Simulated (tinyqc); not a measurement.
Localisation in a chain with random site energies (transfer matrices): sweeps and comparisons. A value that a table varies takes the place of the one given here.

Hopping -t; leads with site energy 0, E = -2t cos(ka). psi_(j+1) = ((e_j - E)/t) psi_j - psi_(j-1), a product of matrices M_j = [[(e_j - E)/t, -1], [1, 0]]. For M = M_N ... M_1 the transmission is T = 4 sin^2(ka)/|M21 - M12 + M22 exp(ika) - M11 exp(-ika)|^2. Long samples draw e_j = W (x_j/2147483647 - 1/2) from x_j = 16807 x_(j-1) mod 2147483647, starting at x0. The localisation length xi, in sites, is defined by ln T = -2N/xi on average; weak disorder gives xi = 24 (4t^2 - E^2)/W^2, and the mean free path for backscattering is xi/2.

Numerical xi = N/ln sqrt(psi_(N+1)^2 + psi_N^2) for N = 20000 sites from psi_1 = 1, psi_0 = 0; its statistical error is about xi sqrt(xi/N).

Inputs chosen for the exercise: t = 1.03 eV (hopping); E = -0.93 eV (energy); x0 = 4887 (start of the number sequence); W = 0.63 eV (full width of the disorder).

## Localisation length against disorder

The same number sequence scaled by W.

xi (sites):
```
W/t,W (eV),numerical,error,weak disorder,strong: 1/(ln(W/2t) - 1)
1.0,1.030,70.814,4.214,76.434,-
1.5,1.545,31.427,1.246,33.971,-
2.0,2.060,17.727,0.528,19.108,-
3.0,3.090,8.123,0.164,8.493,-
4.0,4.120,5.090,0.081,4.777,-
6.0,6.180,2.667,0.031,2.123,-
10.0,10.300,1.382,0.011,0.764,1.641
16.0,16.480,0.888,0.006,0.299,0.926
```

At W = t the numerical value is 70.8 +/- 4.2 against 76.4, and at 2t 17.73 +/- 0.53 against 19.11. The weak-disorder formula is within 15 % for W/t = 1, 1.5, 2, 3 and 4; at W = 16t it gives 0.30 and the strong-disorder form 0.93, against 0.89. All states of the chain are localised; disorder only sets the length.

## From ballistic to localised

200 samples of each length, cut one after another from the start of the sequence. Typical T = exp(mean ln T). Ohmic: 1/(1 + 2N/xi); localised: exp(-2N/xi), both with the weak-disorder xi.

Transmission:
```
N,mean T,typical T,spread of ln T,ohmic,localised
2,0.980,0.980,0.017,0.981,0.981
5,0.953,0.953,0.041,0.953,0.952
10,0.903,0.900,0.088,0.911,0.907
20,0.824,0.812,0.177,0.836,0.822
40,0.687,0.654,0.330,0.719,0.676
80,0.517,0.433,0.657,0.561,0.457
```

With xi = 204.3 sites, mean and typical T are 0.953 and 0.953 at N = 5, and 0.517 and 0.433 at N = 80, where ln T scatters by 0.7. The slope of ln(typical T) between 40 and 80 sites gives xi = 194.2, uncertain by about 13 % from the scatter of 200 samples. At N = 80 the ohmic law gives 1.29 times the typical value: N is still below xi on all rows.

## What each parameter does

Numerical and weak-disorder xi. Each row changes one parameter from the base and keeps the others.

Results:
```
case,numerical xi (sites),weak-disorder xi (sites)
base,166.89,204.31
t = 1.184 eV,250.08,286.77
E = -0.65 eV,233.74,231.06
W = 0.756 eV,122.68,141.88
x0 = 4888,167.01,204.31
```

The largest shifts from the base row, up to three for each result and ties (the steps differ in size, so this ranks the rows, not the parameters). numerical xi (sites): t +83.20, E +66.85, W -44.20. weak-disorder xi (sites): t +82.47, W -62.43, E +26.75; unchanged at the printed digits by x0. A new x0 is another sample of the same disorder; its shift is one draw of the statistical scatter, about xi sqrt(xi/N); the other rows share one sample, so their errors are correlated.

Program tinyqc; command `OMP_NUM_THREADS=1 python tinyqc.py 1481225 1481226 out.jsonl`; about 0.04 s on one thread of a shared Intel(R) Xeon(R) Processor @ 2.30GHz.
